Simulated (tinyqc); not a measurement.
# In-plane mass from two subband densities

Inverse problem. At zero temperature each occupied subband holds N_k = D (EF - E_k), D = md m0 q/(pi hbar^2) per eV. Two subbands are occupied. Find md, EF - E1 and EF - E2.

Constants: q = 1.602176634e-19 C, hbar = 1.054571817e-34 J s, m0 = 9.1093837015e-31 kg. Results are converted to the units shown.

N1, N2 (cm^-2): [1.2172145e12, 1e11]
E2 - E1 = 40.4 meV

Solution. N1 - N2 = D (E2 - E1) gives D and so md; each N_k/D is a distance to EF.

md = 0.0662 m0
EF - E1 = 44.0 meV
EF - E2 = 3.62 meV

tinyqc, about 0.2 s, one thread, Intel Xeon 2.30GHz (shared host): `OMP_NUM_THREADS=1 python tinyqc.py 2140126 2140127 out.jsonl`
